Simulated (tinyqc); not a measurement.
# Undoped gate-all-around wire MOSFET, analytic charge model: what changes with what

An undoped round wire of radius R under an insulator shell and a surrounding gate; long channel, electrons only, n = ni exp((psi - V)/Vt) with V the quasi-Fermi potential (0 at the source, Vd at the drain), constant mobility, no quantisation. The radial Poisson equation gives n(r) = n(0)/(1 - (1 - b) r^2/R^2)^2 with b = Q0/(Q + Q0). Q is the electron charge per area of the wire surface.

Parameters, values chosen for the exercise; material values close to those of silicon:

| symbol | value | unit | meaning |
|---|---|---|---|
| T | 300 | K | temperature |
| Eg | 1.14 | eV | band gap |
| eps_r | 11.6 |  | relative permittivity of the semiconductor |
| Nc | 2.82e19 | cm^-3 | conduction-band density of states at T |
| Nv | 2.66e19 | cm^-3 | valence-band density of states at T |
| eox | 8.64 |  | relative permittivity of the gate insulator |
| tox | 1.5 | nm | insulator thickness |
| R | 5 | nm | wire radius |
| dphi | 0.04 | V | gate work function less that of the intrinsic body |
| mu | 520 | cm^2/(V s) | channel mobility |
| L | 0.2 | um | gate length |
| Vd | 0.1 | V | drain voltage |

Constants: q = 1.602176634e-19 C, kB = 1.380649e-23 J/K, Vt = kB T/q, eps0 = 8.8541878128e-14 F/cm where lengths are in cm. Results are converted to the units shown.

Each table varies one quantity; the others keep the values above.

## Output curve

ni = sqrt(Nc Nv) exp(-Eg/(2 Vt)), Eg in volts; Cox = eps0 eox/(R ln(1 + tox/R)); Q0 = 4 eps0 eps_r Vt/R; V0 = dphi + Vt ln[8 eps0 eps_r Vt/(q ni R^2)]. Q solves Vg - V0 - V = Q/Cox + Vt ln(Q/Q0) + Vt ln(1 + Q/Q0). I = mu (2 pi R/L)[2 Vt (Qs - Qd) + (Qs^2 - Qd^2)/(2 Cox) + Vt Q0 ln((Qd + Q0)/(Qs + Q0))], with Qs at V = 0 and Qd at V = Vd.

In this table Vg = 0.87 V.

Result of one run:
```
Vd (V)  Qd (nC/cm^2)     Qd/Qs  I (uA)
0.48          0.2204  1.816e-4   14.59
```

What becomes of these results when the drain voltage Vd is changed from 0.48 to 0.11 V, all else the same?

Result of the changed run:
```
Vd (V)  Qd (nC/cm^2)   Qd/Qs  I (uA)
0.11           716.5  0.5903   8.632
```

The whole series:
```
Vd (V)  Qd (nC/cm^2)     Qd/Qs  I (uA)
0.06           935.9    0.7710   5.262
0.11           716.5    0.5903   8.632
0.16           512.7    0.4224   11.14
0.22           297.8    0.2453   13.11
0.27           154.6    0.1274   14.02
0.32           57.74   0.04757   14.43
0.38           9.504  0.007830   14.57
0.43           1.503  0.001238   14.59
0.48          0.2204  1.816e-4   14.59
```

The current rises from 5.26 to 14.6 uA, while the charge at the drain end falls from 0.77 to 1.8e-4 of that at the source. The current first comes within 1 % of its last value at Vd = 0.38 V among the rows. Over the last rows Qd falls by a factor of e for each Vt of drain voltage: the drain end is in weak inversion. In every row the surface density at the source passes 0.3 Nc, where Boltzmann statistics fail. For Vd = 0.16 to 0.48 V mu V/L, with V the smaller of Vd and Vg - V0, passes 3e6 cm/s, so velocity saturation would lower the current. In every row the body is thin enough for quantum confinement, left out here, to raise the threshold.

## Transfer curve and volume inversion

Same model as above.

The drop is psi(surface) - psi(centre) at the source end; C = dQs/dVg, Cg = Cox, drop = 2 Vt ln(1 + Qs/Q0); gm = dI/dVg.

Transfer curve and volume inversion:
```
Vg (V)  Qs (nC/cm^2)  drop (mV)       C/Cg     I (uA)  gm/I (1/V)
0.27       0.0021304  5.1855e-4  1.4131e-5  4.4046e-6      38.681
0.36        0.069193   0.016839  4.5860e-4  1.4311e-4      38.666
0.45          2.1956    0.53167   0.014211  0.0045944      38.197
0.53          34.136     7.7053    0.16590   0.083302      32.466
0.62          207.08     35.185    0.47906    0.80835      18.352
0.71          512.73     63.483    0.66581     2.7441      9.9048
0.79          846.57     83.063    0.75732     5.1932      6.4437
0.88          1261.4     100.16    0.81846     8.4023      4.4600
0.97          1701.7     113.67    0.85664     11.890      3.3515
```

Read the table: what changes, and by how much?

The current rises from 4.40e-6 to 11.9 uA. In the first row gm/I is 38.7 1/V, within 0.01 % of 1/Vt: with no depletion charge the whole body follows the gate, and the swing is ideal. The drop between surface and centre goes from 5.2e-4 to 114 mV and passes Vt at Vg = 0.62 V among the rows; below that the density varies across the body by less than a factor of e (volume inversion). C reaches 0.86 of Cg in the last row. For Vg = 0.62 to 0.97 V the surface density at the source passes 0.3 Nc, where Boltzmann statistics fail. In every row the body is thin enough for quantum confinement, left out here, to raise the threshold.

Program tinyqc, `OMP_NUM_THREADS=1 python tinyqc.py 2460028 2460029 out.jsonl`; Intel Xeon 2.30GHz, shared host, one thread, about 0.02 s.
